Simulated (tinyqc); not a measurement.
## Input admittance of a MOSFET at zero drain bias: distributed channel and distributed gate: input impedance against frequency

Source and drain grounded, strong inversion, w = 2 pi f, Cox = eps0 eox/tox. The channel is an RC line of resistance 1/(mu Cox Vo) per square fed from both ends, so one finger has the intrinsic admittance y = i w Cox L tanh(g)/g per width, g = (1/2) sqrt(i w tau), tau = L^2/(mu Vo). The vertical resistance rv/L is in series with y, the overlaps 2 i w Cov in parallel: y_t = 1/(1/y + rv/L) + 2 i w Cov. The gate strip is a line of Rsh/L per length loaded by y_t, so a finger has Y = y_t Wf tanh(k)/k, k = (Wf/sd) sqrt(y_t Rsh/L); the device has Nf Y.

Low-frequency limits, with c = Cox L and ct = c + 2 Cov: R_strip = Rsh Wf/(3 sd^2 L Nf), R_ch = (c/ct)^2 L/(12 mu Cox Vo Wf Nf), R_vert = (c/ct)^2 rv/(L Wf Nf), C = ct Wf Nf. Z = 1/(Nf Y) = R + 1/(i w C), Q = |Im Z|/R, far-point signal |1/cosh k|.

Parameters, values chosen for the exercise; values of the order met in silicon radio-frequency transistors: relative permittivity of the gate insulator (close to silicon nitride) eox = 7.56; insulator thickness tox = 8.7 nm; channel length L = 1.1 um; finger width Wf = 7.4 um; number of fingers Nf = 64; channel mobility mu = 230 cm^2/(V s); gate overdrive Vo = 0.71 V; sheet resistance of the gate Rsh = 3.4 ohm/square; vertical resistivity of the gate stack rv = 4 ohm um^2; number of ends at which a finger is contacted sd = 1; overlap and fringe capacitance on each side Cov = 0.17 fF/um.

Constants: eps0 = 8.8541878128e-14 F/cm where lengths are in cm. Results are converted to the units shown.

The same in every row: low-frequency R (ohm) = 1.550.

Input impedance against frequency:

| f (GHz) | w tau | \|k\| | R (ohm) | C (fF) | Q | signal at the far point |
|---|---|---|---|---|---|---|
| 0.05 | 0.02328 | 0.02164 | 1.550 | 4169 | 492.5 | 1.000 |
| 0.1 | 0.04656 | 0.03060 | 1.550 | 4169 | 246.3 | 1.000 |
| 0.3 | 0.1397 | 0.05299 | 1.550 | 4169 | 82.09 | 1.000 |
| 0.9 | 0.4190 | 0.09175 | 1.550 | 4168 | 27.37 | 0.9999 |
| 3 | 1.397 | 0.1668 | 1.549 | 4156 | 8.243 | 0.9984 |
| 7 | 3.259 | 0.2499 | 1.542 | 4100 | 3.596 | 0.9920 |
| 20 | 9.311 | 0.3739 | 1.490 | 3687 | 1.449 | 0.9626 |
| 50 | 23.28 | 0.4595 | 1.265 | 2553 | 0.9857 | 0.9309 |
| 100 | 46.56 | 0.5371 | 0.9295 | 1698 | 1.008 | 0.9093 |

What does the comparison show?

R falls from 1.55 to 0.930 ohm and C falls from 4170 to 1700 fF. Q goes as f^(-1.00) between the first two rows and f^(0.03) between the last two, where w tau = 46.6 and |k| = 0.537. The low-frequency limits hold both R and C within 5 % up to f = 7 GHz among the rows.

Computed by the program tinyqc: `OMP_NUM_THREADS=1 python tinyqc.py 2262036 2262037 out.jsonl`, one thread of a shared Intel Xeon 2.30GHz, about 0.01 s for the whole run.
